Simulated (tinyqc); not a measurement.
Inside a calculation. Model: effective-mass impurity with a central-cell term, in a basis of Slater functions. Computed by tinyqc, a small Python program that keeps every step. Command: `OMP_NUM_THREADS=1 python tinyqc.py 3025341 3025342 out.jsonl centralcell walk`. One thread of a shared host (Intel(R) Xeon(R) Processor @ 2.30GHz), about 0.01 s of CPU time with the checks. Intermediate numbers are printed to about 6 digits and carried at full precision; extremes and crossings named in words are read from the listed rows.

The envelope obeys H = -nabla^2 - (2/r) [Z + A exp(-kappa r)] in effective units, with kappa = a*/lambda; positive A deepens the well near the core.

Inputs (values chosen for the exercise, with mass and screening modelled on 4H-SiC): effective mass m = 0.383 m_0; dielectric constant eps = 9.55; charge Z of the core = 1; central-cell strength A = 2.8; central-cell range lambda = 2.4 angstrom; basis size n = 3; smallest exponent zeta_1 = 0.54 1/a*; ratio beta of exponents = 2.3.

Impurity: donor, one isotropic band.

Constants: Ry = 13.605693123 eV; a_0 = 0.529177210903 angstrom.

## Effective units

Units: Ry* = Ry m/eps^2 and a* = a_0 eps/m, with m in m_0. kappa = a*/lambda; the hydrogenic ground state is bound by Z^2 Ry*.

Ry* = 57.1364 meV

a* = 13.1949 angstrom

kappa = 5.49787 1/a*

hydrogenic binding energy = 57.1364 meV

## Matrices over the s basis

zeta_i = zeta_1 beta^(i-1), i = 1..n. For s functions exp(-zeta r), with s = zeta_i + zeta_j: S = 2/s^3, T = zeta_i zeta_j S, V = -2 Z/s^2, W = -2 A/(s + kappa)^2; each function is normalised by dividing by sqrt(S_ii S_jj).

exponents (1/a*): [0.54, 1.242, 2.8566]

overlap S:
$$\begin{pmatrix}
1.00000 & 0.77650 & 0.39113 \\
0.77650 & 1.00000 & 0.77650 \\
0.39113 & 0.77650 & 1.00000
\end{pmatrix}$$

kinetic T (Ry*):
$$\begin{pmatrix}
0.2916 & 0.520781 & 0.603344 \\
0.520781 & 1.542564 & 2.75493 \\
0.603344 & 2.75493 & 8.16016
\end{pmatrix}$$

Coulomb V (Ry*):
$$\begin{pmatrix}
-1.08 & -1.38372 & -1.32851 \\
-1.38372 & -2.484 & -3.18255 \\
-1.32851 & -3.18255 & -5.7132
\end{pmatrix}$$

central cell W (Ry*):
$$\begin{pmatrix}
-0.0815190 & -0.232153 & -0.542466 \\
-0.232153 & -0.673602 & -1.62548 \\
-0.542466 & -1.62548 & -4.15434
\end{pmatrix}$$

## Generalised eigenproblem

(T + V + W) c = E S c with c^T S c = 1 and the largest component positive.

two lowest levels (Ry*): [-2.09253, -0.31466]

coefficients of the lowest state: [-0.022629, 0.521771, 0.553769]

<T> = 4.48710 Ry*

<W> = -2.37765 Ry*

## Converged levels

Large basis: zeta_i = 0.06 x 1.6^(i-1), i = 1..22, same formulas; for p functions r exp(-zeta r): S = 24/s^5, T = zeta_i zeta_j S (centrifugal term included), V = -12 Z/s^4, W = -12 A/(s + kappa)^4; overlap eigenvalues below 1e-11 are dropped. Binding energies are -E Ry*; the effective quantum number is nu = Z/sqrt(-E); |psi(0)|^2 is given relative to the hydrogenic Z^3/(pi a*^3).

1s binding energy = 122.128 meV

2s binding energy = 19.4453 meV

2p binding energy = 14.3328 meV

effective quantum number of 1s = 0.683990

relative |psi(0)|^2 = 16.4747

The central cell moves 1s by +64.991 meV, 2s by +5.161 meV and 2p by +0.0487 meV: p states vanish at the core, so the 2p level gives the hydrogenic scale and 1s the chemical shift. The small basis lies 2.6 meV above the converged 1s level. Caution: the density at the core is many times hydrogenic, so the result hangs on the model potential inside one cell, where the envelope picture is weak.

## Chemical shift by three methods

First order: shift = 8 A Z^3/(2 Z + kappa)^2 Ry*. One exponent: minimise zeta^2 - 2 Z zeta - 8 A zeta^3/(2 zeta + kappa)^2 by golden section on 0.2 to 6 Z. All shifts are the binding beyond Z^2 Ry*.

Shift of the 1s binding energy (meV):
```
A      first order  one exponent  large basis
-2.80     -22.7659       -14.368      -12.582
-1.40     -11.3830        -8.774       -8.133
0.28        2.2766         2.424        2.467
0.70        5.6915         6.718        7.023
1.40       11.3830        16.431       17.946
2.80       22.7659        56.939       64.991
3.50       28.4574       100.095      112.590
```

The three columns are ordered, first order <= one exponent <= large basis, since each is a variational bound with more freedom. At the largest attractive A first order gives 25 % and one exponent 89 % of the shift; at the most repulsive A the true shift is -12.582 meV against -22.766. Attraction pulls the envelope in and feeds itself, repulsion pushes it out and saturates.

## Convergence with the basis

The error is the lowest level above the large-basis value.

Error of the 1s level:
```
n  error (meV)  largest exponent (1/a*)
1  7.24236e+01              5.40000e-01
2  2.70601e+01              1.24200e+00
3  2.56796e+00              2.85660e+00
4  2.26769e-01              6.57018e+00
5  1.73269e-01              1.51114e+01
6  1.63563e-01              3.47563e+01
7  1.60241e-01              7.99394e+01
8  1.59039e-01              1.83861e+02
```

The error falls from 72.4 to 0.159 meV. The last function changes it by less than 5 %: it has levelled off, and what remains is set by beta and zeta_1, not by the range of exponents.

Checks made by the program: the large basis at A = 0 against Z^2, Z^2/4 and Z^2/4 (relative difference 5e-06).
